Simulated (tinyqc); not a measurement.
# Gate voltage for a given inversion charge

Problem. p-type body, charge-sheet picture, depletion and inversion only, full ionisation (an idealisation for deep acceptors), Boltzmann statistics (rough once Na exp(x - xn) passes about Nc/7). In units of Vt: xg = (Vg - Vfb)/Vt, x = psi/Vt, G = gamma/sqrt(Vt), xn = (2 phiF + Vc)/Vt. The implicit equation is (xg - x)^2 = G^2 [x - 1 + exp(x - xn)] for x above about 3. Cox = eps0 eox/tox. ni = sqrt(Nc Nv) exp(-Eg/(2 Vt)), Eg in volts; phiF = Vt ln(Na/ni); gamma = sqrt(2 q eps0 eps_r Na)/Cox. N_inv = (Cox Vt G/q) [sqrt(x - 1 + exp(x - xn)) - sqrt(x - 1)]. Find x - xn, psi and Vg.

Values chosen for this exercise; band and dielectric values close to those of silicon: temperature T = 350 K; band gap Eg = 1.14 eV; relative permittivity eps_r = 11.5; conduction-band density of states at T Nc = 3.52e19 cm^-3; valence-band density of states at T Nv = 3.33e19 cm^-3; relative permittivity of the gate insulator (close to aluminium oxide) eox = 8.74; insulator thickness tox = 7.8 nm; acceptor density Na = 4e16 cm^-3; flat-band voltage Vfb = -0.33 V; channel-body voltage Vc = 0.2 V.

Constants: q = 1.602176634e-19 C, kB = 1.380649e-23 J/K, Vt = kB T/q, eps0 = 8.8541878128e-14 F/cm where lengths are in cm. Results are converted to the units shown.

N_inv = 2.5e10 cm^-2

Solution. N_inv rises steadily with x, so it fixes x; the implicit equation then gives xg directly.

x - xn = 0.824
psi = 0.958 V
Vg = 0.742 V

Numbers from tinyqc (`OMP_NUM_THREADS=1 python tinyqc.py 2122043 2122044 out.jsonl`; about 0.01 s on one thread of a shared Intel Xeon 2.30GHz).
